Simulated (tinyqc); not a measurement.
Hall effect and magnetoresistance of several carrier groups with constant relaxation times: one step, computed by the program tinyqc.

Group 1 has charge -e and group 2 charge -e; s_i is that sign. B lies along z; mu B is formed with mu in m^2/(V s).

Task: Back from four measured limits to the two groups. With z_i = s_i mu_i and w_i = s_i n_i the moments M_k = w1 z1^k + w2 z2^k are M_(-1) = (1 + MR_sat) M_0^2/M_1, M_0 = 1/(e R_strong), M_1 = sigma(0)/e, M_2 = R_weak sigma(0)^2/e. The z_i are the roots of z^2 + p z + q with M_2 + p M_1 + q M_0 = 0 and M_1 + p M_0 + q M_(-1) = 0; then w follows from M_0 and M_1. Group 1 is the faster.

Carriers: two electron groups. Densities: per volume.

R_H at strong field = -528.9414 cm^3/C

sigma at B = 0 = 16.66504 S/cm

R_H at weak field = -1104.751 cm^3/C

saturation MR = 872.9216 %

Constants: e = 1.602176634e-19 C.

Give: p and q; signed mobilities s_i mu_i; densities.

Result:

p and q: 19510  9.690e+06

signed mobilities s_i mu_i (cm^2/(V s)): -19000  -510.0

densities (1/cm^3): 5.30e+15  6.500e+15
